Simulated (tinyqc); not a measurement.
Worked calculation: Cahn-Hilliard equation on a periodic one-dimensional grid. Computed by tinyqc, a small Python program that keeps every step. Command: `OMP_NUM_THREADS=1 python tinyqc.py 3000079 3000080 out.jsonl cahn walk`. One thread of a shared host (Intel(R) Xeon(R) Processor @ 2.30GHz), about 0.01 s of CPU time with the checks. Intermediate numbers are printed to about 7 digits and carried at full precision; extremes and crossings named in words are read from the listed rows.

Free energy F = h sum_j [A (c_j^2 - 1)^2/4 + (kappa/2) ((c_(j+1) - c_j)/h)^2]; dc/dt = Lap(mu), mu = A (c^3 - c) - kappa Lap(c), Lap(y)_j = (y_(j+1) - 2 y_j + y_(j-1))/h^2, mobility 1; the grid has n = 16 points.

Inputs (values chosen for the exercise, in reduced units):
```
quantity                    value  unit
spacing h                     1.4     -
well depth A                  1.4     -
gradient coefficient kappa   0.64     -
mean composition c0         -0.25     -
noise amplitude              0.05     -
time step dt                  0.4     -
end time                      100     -
```

Scheme: semi-implicit Fourier.

## Linear stability

f'' = A (3 c0^2 - 1). Mode m has lambda_m = (4/h^2) sin^2(pi m/n) and the rate w_m = -lambda_m (f'' + kappa lambda_m). In the continuum the fastest wavelength is 2 pi sqrt(2 kappa/|f''|) with the rate f''^2/(4 kappa). Explicit steps near c = +-1, where f'' = 2A, are stable for dt < 2/(16 kappa/h^4 + 8 A/h^2).

f'' = -1.1375

Modes of the grid:
```
m  lambda_m         w_m
1  0.077674   0.0844928
2  0.298871   0.2827982
3  0.629915   0.4625808
4  1.020408   0.4943253
5  1.410901   0.3308889
6  1.741946   0.0394634
7  1.963142  -0.2334395
8  2.040816  -0.3441274
```

fastest wavelength = 6.665138

largest rate = 0.5054321

explicit limit of dt = 0.2386680

6 mode(s) grow; the fastest on the grid is m = 4, while the box holds 3.36 fastest wavelengths. dt is 1.68 of the explicit limit.

## The first step

random numbers: -0.976  0.852  0.237  0.236  -0.072  -0.196  0.030  -0.161  -0.487  0.263  -0.766  0.849  0.339  0.410  -0.070  0.040

Start: c_j = c0 + amplitude x (z_j - mean of z). With Fourier components y_m = sum_j y_j exp(-2 pi i j m/n): c_m(new) = [c_m - dt lambda_m N_m]/(1 + dt kappa lambda_m^2), N = A (c^3 - c), lambda_m = (4/h^2) sin^2(pi m/n).

c at the start: -0.30045  -0.20905  -0.23980  -0.23985  -0.25525  -0.26145  -0.25015  -0.25970  -0.27600  -0.23850  -0.28995  -0.20920  -0.23470  -0.23115  -0.25515  -0.24965

mu at the start: 0.3362270  0.3197655  0.3063903  0.3214849  0.3310637  0.3352953  0.3351038  0.3412628  0.3393982  0.3439519  0.3286357  0.3147561  0.3009948  0.3153153  0.3243224  0.3461104

c after one step: -0.3023712  -0.2078695  -0.2353145  -0.2400509  -0.2564459  -0.2621435  -0.2494667  -0.2605277  -0.2757946  -0.2414359  -0.2903465  -0.2083160  -0.2303836  -0.2307414  -0.2542537  -0.2545382

F at the start = 6.888801

F after one step = 6.888198

## The run

Run to the end time; break off if |c| exceeds 3 or F has risen by more than 1e-9 in more than 30 steps. Domains = stretches with c > c0.

Course:
```
step      t         F      min c       max c  domains
0       0.0  6.888801  -0.300450  -0.2090500        4
5       2.0  6.883577  -0.314772  -0.1988593        3
12      4.8  6.843795  -0.365253  -0.1196643        3
25     10.0  5.612157  -0.770181   0.5935799        3
38     15.2  4.549680  -1.000786   0.7869111        3
50     20.0  4.370243  -0.973580   0.8347186        3
75     30.0  4.285084  -0.963887   0.7785482        3
100    40.0  4.277894  -0.965395   0.7524731        3
138    55.2  4.276724  -0.968097   0.7398460        3
175    70.0  4.276659  -0.968646   0.7370388        3
212    84.8  4.276655  -0.968762   0.7363169        3
250   100.0  4.276654  -0.968787   0.7362661        3
```

c at the end: -0.7625813  0.7362661  0.7362487  -0.7626233  -0.9466776  -0.7626682  0.7360226  0.7352666  -0.7670074  -0.9687865  -0.9687757  -0.7669530  0.7353599  0.7361287  -0.7625819  -0.9466378

F at the end = 4.276654

steps in which F rose = 0

F never rises by more than 1e-9 in a step. The count of domains goes from 4 in the noise to 3 at the end, and c spans -0.969 to 0.736.

## Interfaces

Continuum wall between c = -1 and +1: c = tanh(x/w), w = sqrt(2 kappa/A), energy s = (2/3) sqrt(2 kappa A). With two walls per domain, the estimate of F at the end is 2 x domains x s. Volume fraction of the +1 phase by the lever rule: (1 + c0)/2.

wall half width w = 0.9561829

wall energy s = 0.8924374

estimate of F = 5.354624

volume fraction = 0.375

w/h = 0.6829878

The run ends at F = 4.2767, 0.80 of the estimate: walls this close overlap, or the grid resolves them poorly. Caution: the half width of the wall is below the grid spacing, so the wall is barely resolved and feels the grid.

Checks made by the program: conservation of the mean (relative difference below 1e-10).
